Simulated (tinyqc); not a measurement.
Plane-wave Kohn-Sham cycle with exchange-only LDA in a layered model solid, step by step. One step of it, computed by the program tinyqc.

Task: Iteration 1: levels at that k. Diagonalise the Hermitian matrix.

H (hartree):
```
           -3         -2         -1         +0         +1         +2         +3
-3   7.483407  -0.335000  -0.025000   0.000000   0.000000   0.000000   0.000000
-2  -0.335000   2.895265  -0.335000  -0.025000   0.000000   0.000000   0.000000
-1  -0.025000  -0.335000   0.346297  -0.335000  -0.025000   0.000000   0.000000
+0   0.000000  -0.025000  -0.335000  -0.163497  -0.335000  -0.025000   0.000000
+1   0.000000   0.000000  -0.025000  -0.335000   1.365884  -0.335000  -0.025000
+2   0.000000   0.000000   0.000000  -0.025000  -0.335000   4.934439  -0.335000
+3   0.000000   0.000000   0.000000   0.000000  -0.025000  -0.335000  10.542169
```

Give: eigenvalues.

Result:

eigenvalues (hartree): -0.395  0.460  1.408  2.915  4.946  7.508  10.562
